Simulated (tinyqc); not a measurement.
Nanosheet or nanowire with hard walls, valleys of the Ge type: one step. Valley masses for a [110] channel. Two cases, with inputs chosen for the exercise.

Task: Rotate w into the device axes and group equal valleys (|w_yz| counts); order by w_zz, then w_yy. 1/m_x = w_xx - w_xc w_c^-1 w_cx with c the block (y, z).

Four ellipsoidal valleys along <111>: inverse mass tensor w = 1/mt + (1/ml - 1/mt) a a^T with a the unit axis. Device axes: x along the channel, z = [001], y = z x x. The Gamma and Delta valleys are left out; the heavy Delta valleys, about 0.18 eV up, lie lowest once the L levels pass about 0.2 eV.

Case 1.

Values chosen (out of a larger set: near those of Ge; not measured data): ml = 1.59 m0 (longitudinal mass); mt = 0.081 m0 (transverse mass); channel = 110 (transport direction x on a (001) wafer).

Case 2.

Values chosen (out of a larger set: near those of Ge; not measured data): ml = 1.561 m0 (longitudinal mass); mt = 0.081 m0 (transverse mass); channel = 110 (transport direction x on a (001) wafer).

Give: Valleys.

Result:

Case 1.

Valleys:
```
group  valleys g     w_yy    w_zz  |w_yz|  m_x (m0)
A              2   4.5345  8.4401  5.5233    0.0810
B              2  12.3457  8.4401  0.0000    1.0870
```

Case 2.

Valleys:
```
group  valleys g     w_yy    w_zz  |w_yz|  m_x (m0)
A              2   4.5423  8.4440  5.5178    0.0810
B              2  12.3457  8.4440  0.0000    1.0677
```

The lightest transport mass, 0.081 m0, belongs to group A.

Computed by tinyqc, one run a case: `OMP_NUM_THREADS=1 python tinyqc.py N N+1 out.jsonl` with N = 1252575, 1280045; one thread of a shared Intel(R) Xeon(R) Processor @ 2.30GHz, about 0.2 s a run at most.
